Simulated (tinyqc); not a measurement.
Inside a calculation: valley splitting in a one-orbital chain of atomic planes (second-neighbour model). Values are carried at full precision from step to step, so a last printed digit may differ when a step is redone from the rounded ones.

Each (001) plane carries one orbital with energy e0, hopping v to the next plane and u to the second: E(phi) = e0 + 2 v cos(phi) + 2 u cos(2 phi), where phi = pi - k a/4 (the sign of every second orbital is chosen so that v > 0, which shifts the phase by pi). The minimum lies at cos(phi0) = -v/(4u), phi0 = pi - (pi/2) k0 for a valley at k0 (2 pi/a), and e0 puts it at zero. A slab of N planes has hard walls: the matrix simply ends.

Constants: hbar^2/2m0 = 3.80998211 eV angstrom^2.

Inputs chosen for the exercise (near those of the Delta valleys of silicon; abrupt walls in this chain split the valleys several times more than measured wells; not measured data): a = 5.432 angstrom (lattice constant; planes lie a/4 apart); k0 = 0.84 2 pi/a (position of the valley); ml = 0.866 m0 (longitudinal mass); N = 11 (planes in the small slab).

## Hoppings from the valley position and mass

The curvature at the minimum is d2E/dphi2 = 8 u sin^2(phi0) = (2c/ml)/(a/4)^2 with c = hbar^2/2m0; v = -4 u cos(phi0); e0 = 2u + v^2/(4u).

phi0 = 1.82212 rad
u = 0.63573 eV
v = 0.63240 eV
e0 = 1.42873 eV

## The bulk band

E at phi = j pi/10.

Band:

| phi/pi | E (eV) |
|---|---|
| 0.0 | 3.9650 |
| 0.1 | 3.6602 |
| 0.2 | 2.8449 |
| 0.3 | 1.7793 |
| 0.4 | 0.7909 |
| 0.5 | 0.1573 |
| 0.6 | 0.0093 |
| 0.7 | 0.2924 |
| 0.8 | 0.7984 |
| 0.9 | 1.2545 |
| 1.0 | 1.4354 |

## Hamiltonian of the slab

e0 on the diagonal, v and u on the first and second off-diagonals.

H (eV):
```
         1       2       3       4       5       6       7       8       9      10      11
1   1.4287  0.6324  0.6357       0       0       0       0       0       0       0       0
2   0.6324  1.4287  0.6324  0.6357       0       0       0       0       0       0       0
3   0.6357  0.6324  1.4287  0.6324  0.6357       0       0       0       0       0       0
4        0  0.6357  0.6324  1.4287  0.6324  0.6357       0       0       0       0       0
5        0       0  0.6357  0.6324  1.4287  0.6324  0.6357       0       0       0       0
6        0       0       0  0.6357  0.6324  1.4287  0.6324  0.6357       0       0       0
7        0       0       0       0  0.6357  0.6324  1.4287  0.6324  0.6357       0       0
8        0       0       0       0       0  0.6357  0.6324  1.4287  0.6324  0.6357       0
9        0       0       0       0       0       0  0.6357  0.6324  1.4287  0.6324  0.6357
10       0       0       0       0       0       0       0  0.6357  0.6324  1.4287  0.6324
11       0       0       0       0       0       0       0       0  0.6357  0.6324  1.4287
```

## Levels and the valley doublet

Diagonalise H. The two lowest levels are the doublet made from the valleys at +k0 and -k0; give their splitting, the weights of the lowest state, and its parity under reversal of the planes.

levels (eV): 0.1175  0.1592  0.4476  0.5692  0.9535  1.0226  1.3344  1.6497  2.4636  3.2288  3.7699

splitting = 41.63 meV

weights on the planes: 0.050  0.029  0.086  0.175  0.018  0.285  0.018  0.175  0.086  0.029  0.050

parity of the lowest state: even

The mean of the doublet lies 0.1383 eV above the bulk minimum, and level 3 lies 0.3093 eV above that mean; the weights oscillate from plane to plane because the two valleys interfere.

## Checks

- Mean of the doublet for 400 planes against the effective-mass level with W = 402 a/4 (meV): both 0.1457.

(tinyqc, `OMP_NUM_THREADS=1 python tinyqc.py 1452836 1452837 out.jsonl`, Intel(R) Xeon(R) Processor @ 2.30GHz, 1 thread, shared host, about 0.01 s.)
